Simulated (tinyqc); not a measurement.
Inside a calculation. Model: vacuum evaporation: vapour pressure, source flux, thickness distribution, purity and step coverage. Computed by tinyqc, a small Python program that keeps every step. Command: `OMP_NUM_THREADS=1 python tinyqc.py 3111816 3111817 out.jsonl evap walk`. One thread of a shared host (Intel(R) Xeon(R) Processor @ 2.30GHz), about 0.01 s of CPU time with the checks. Intermediate numbers are printed to about 5 digits and carried at full precision; extremes and crossings named in words are read from the listed rows.

Molecular flow, unit sticking of the metal, no re-evaporation. The background gas is taken as water vapour (18.015 g/mol, collision diameter 0.37 nm) at 300 K.

Inputs (values chosen for the exercise, modelled on silver, with constants for the liquid):
```
quantity                          value    unit
molar mass M                     107.87   g/mol
film density rho                   10.5  g/cm^3
vapour-pressure constant A        10.76       -
vapour-pressure constant B        13800       K
source temperature T               1380       K
source area                         3.5    cm^2
directionality n                      4       -
source-to-wafer distance h           19      cm
wafer radius R                       15      cm
source offset from the axis s/h    0.23       -
background pressure p             2e-08      Pa
sticking of background gas          0.5       -
aspect ratio of a trench           0.92       -
```

Constants: u = 1.6605390666e-27 kg; k_B = 1.380649e-23 J/K; R = 8.314462618 J/(mol K).

## Vapour pressure and flux

log10(p_v/Pa) = A - B/T; flux from the surface Phi = p_v/sqrt(2 pi m k_B T), m = M u. Mass loss = Phi x area x m; heat of evaporation = ln(10) R B; d ln Phi/dT = ln(10) B/T^2 - 1/(2 T).

vapour pressure p_v = 5.7544 Pa

flux Phi = 3.9297e+18 1/(cm^2 s)

mass loss = 8.8690 g/h

heat of evaporation = 264.20 kJ/mol

change of flux per kelvin = 1.6323 %/K

Holding the rate to 1 % needs the temperature to about 0.61 K.

## Rate and uniformity on a fixed wafer above the source

A small source emits (n + 1) Phi area cos^n(phi)/(2 pi) per solid angle; on a parallel plane at height h and lateral distance l the arrival rate is (n + 1) Phi area/(2 pi h^2) x (1 + (l/h)^2)^(-(n + 3)/2). Growth rate = arrival rate x m/rho, m = M u. The wafer is fixed and centred above the source.

arrival rate at the centre = 3.0318e+16 1/(cm^2 s)

growth rate at the centre = 5.1721 nm/s

edge over centre = 0.18350

non-uniformity (max - min)/(max + min) = 68.990 %

share of the material that lands on the wafer, 1 - (1 + (R/h)^2)^(-(n + 1)/2) = 70.213 %

## Offset source and rotation

Rotating wafer, source offset by s and facing upwards: thickness at radius r is the mean over the angle a of (1 + (r^2 + s^2 - 2 r s cos a)/h^2)^(-(n + 3)/2), by 360 equal steps; non-uniformity (max - min)/(max + min) over 21 radii from 0 to R.

centre thickness relative to an axial source = 0.83492

edge over centre, rotating = 0.23690

non-uniformity, rotating = 61.694 %

## Choosing the offset

The curvature at the centre vanishes at s/h = sqrt(2/(n + 3)).

Against the offset:
```
s/h  centre thickness  edge over centre  non-uniformity (%)
0.0            1.0000            0.1835              68.990
0.2            0.8717            0.2231              63.518
0.4            0.5948            0.3708              45.898
0.5            0.4579            0.5088              32.553
0.6            0.3409            0.7045              18.439
0.7            0.2477            0.9637               8.212
0.8            0.1770            1.2806              14.409
0.9            0.1254            1.6353              24.107
1.1            0.0623            2.3268              39.882
```

The best row, s/h = 0.7, has 8.2 % against 69 % on the axis, at the price of a rate lower by a factor 4.04; the small-wafer optimum is sqrt(2/(n + 3)) = 0.53.

## Scattering and purity

Mean free path lambda = k_B T_g/(sqrt2 pi d^2 p); unscattered share exp(-h/lambda); gas arrival p/sqrt(2 pi m_g k_B T_g); impurity ratio = sticking x gas arrival/metal arrival; monolayer time = 1e15 cm^-2/(sticking x gas arrival).

mean free path = 3.4049e+05 m

unscattered share = 1.00000

gas arrival rate = 7.1680e+10 1/(cm^2 s)

impurity ratio = 1.1821e-06

monolayer time = 27902 s

## A trench at the wafer edge

Fixed wafer, axial point source, trench running tangentially at r = R: the beam arrives at tan(a) = R/h. Shadowed share of the floor = aspect ratio x tan(a) (at most 1); the wall facing the source grows at tan(a) times the field rate, the other wall not at all.

angle a = 38.290 degrees

shadowed share of the floor = 0.72632

wall over field thickness = 0.78947

Checks made by the program: share on the wafer by quadrature (relative difference 3e-08).
